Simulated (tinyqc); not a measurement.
n-type polysilicon, carrier trapping at grain boundaries: effect of the doping.

One-dimensional grains of size Lg, uniform ionised doping N, monovalent traps Qt at each boundary at a depth Et below (for electrons) or above (for holes) the band edge there, abrupt depletion of width W on each side of a boundary, Boltzmann statistics. xi is the distance from the band edge at the grain centre to the Fermi level. Trapped charge Qt/(1 + exp((xi + VB - Et)/Vt)) = 2 N W, barrier VB = q N W^2/(2 eps0 eps_r).

If the trap equation with xi = Vt ln(NB/N) has a root W < Lg/2, the grain is partly depleted; otherwise W = Lg/2 and the trap equation gives xi = Et - VB + Vt ln(Qt/(N Lg) - 1). N* = Qt/Lg. n0 = NB exp(-xi/Vt); mean density n0 (1 - 2 W/Lg) by charge balance in a partly depleted grain, and n0 (sqrt(pi)/2) erf(u)/u with u = sqrt(VB/Vt) in a fully depleted one; v = sqrt(kB T/(2 pi ms m0)); barrier resistivity Vt exp(VB/Vt)/(q fe n0 v Lg); grain resistivity (1 - 2 W/Lg)/(q n0 mug); effective mobility 1/(q mean density total resistivity). Rows with xi above 0.45 V, towards mid-gap, are left out, since the other carrier type is ignored.

Inputs (values chosen for the exercise); values of the order met in polycrystalline silicon: temperature T = 300 K; relative permittivity eps_r = 11.7; conduction-band density of states at T NB = 2.8e19 cm^-3; grain size Lg = 99 nm; trap density of a grain boundary Qt = 3.9e12 cm^-2; depth of the trap level from the majority band edge at the boundary Et = 0.32 eV; mass for thermionic emission ms = 0.48 m0; correction factor of the emission rate fe = 0.5; mobility inside the grains mug = 42 cm^2/(V s).

Constants: q = 1.602176634e-19 C, kB = 1.380649e-23 J/K, m0 = 9.1093837015e-31 kg, Vt = kB T/q, eps0 = 8.8541878128e-14 F/cm where lengths are in cm. Results are converted to the units shown.

Result of one run:
columns A: N (cm^-3); B: N/N*; C: depleted share 2 W/Lg; D: VB (V); E: xi (V); F: mean density (cm^-3); G: resistivity (ohm cm); H: effective mobility (cm^2/(V s))
```
A            B        C        D        E          F       G        H
5.7e17  1.4469  0.43615  0.20545  0.10068  3.2140e17  41.786  0.46475
```

What becomes of these results when the doping N is changed from 5.7e17 to 2.9e17 cm^-3, all else the same?

Result of the changed run:
columns A: N (cm^-3); B: N/N*; C: depleted share 2 W/Lg; D: VB (V); E: xi (V); F: mean density (cm^-3); G: resistivity (ohm cm); H: effective mobility (cm^2/(V s))
```
A             B        C        D        E          F       G        H
2.9e17  0.73615  0.61357  0.20687  0.11815  1.1206e17  86.661  0.64269
```

The whole series:
columns A: N (cm^-3); B: N/N*; C: depleted share 2 W/Lg; D: VB (V); E: xi (V); F: mean density (cm^-3); G: resistivity (ohm cm); H: effective mobility (cm^2/(V s))
```
A              B         C         D         E          F         G        H
2e16    0.050769    1.0000  0.037895   0.35781  1.8251e13    1331.7   256.81
3.9e16  0.099000    1.0000  0.073896   0.30320  1.1637e14    648.23   82.744
7.6e16   0.19292    1.0000   0.14400   0.21300  2.7748e15    297.97   7.5489
1.5e17   0.38077   0.84719   0.20399   0.13519  2.2921e16    149.72   1.8187
2.9e17   0.73615   0.61357   0.20687   0.11815  1.1206e17    86.661  0.64269
5.7e17    1.4469   0.43615   0.20545   0.10068  3.2140e17    41.786  0.46475
1.1e18    2.7923   0.30350   0.19199  0.083680  7.6615e17    12.914  0.63086
2.2e18    5.5846   0.17753   0.13138  0.065761  1.8094e18   0.67029   5.1462
4.3e18    10.915  0.091579  0.068330  0.048436  3.9062e18  0.058840   27.156
8.4e18    21.323  0.046895  0.035002  0.031125  8.0061e18  0.020732   37.603
```

As N goes from 2e16 to 8.4e18, VB goes from 0.0379 through a maximum of 0.207 (at N = 2.9e17 among the rows listed) to 0.0350 V, the resistivity falls from 1330 to 0.0207 ohm cm and the effective mobility goes from 257 through a minimum of 0.465 (at N = 5.7e17 among the rows listed) to 37.6 cm^2/(V s). The steepest fall of the resistivity among the rows, as N^(-4.3), lies between N = 1.1e18 and 2.2e18 cm^-3; N* = 3.94e17 cm^-3. While the grain is fully depleted VB grows as N; once the traps are full it falls as 1/N. For N = 4.3e18, 8.4e18 xi is under 2.5 Vt, where Boltzmann statistics begin to fail. For N = 1.5e17 the grain is near the changeover between partial and full depletion, within a few Debye lengths, where both limits are rough. For N = 2e16, 3.9e16 the effective mobility exceeds mug, since drift through the depleted part of the grain is left out.

Numbers from tinyqc (`OMP_NUM_THREADS=1 python tinyqc.py 2830079 2830080 out.jsonl`; about 0.01 s on one thread of a shared Intel Xeon 2.30GHz).
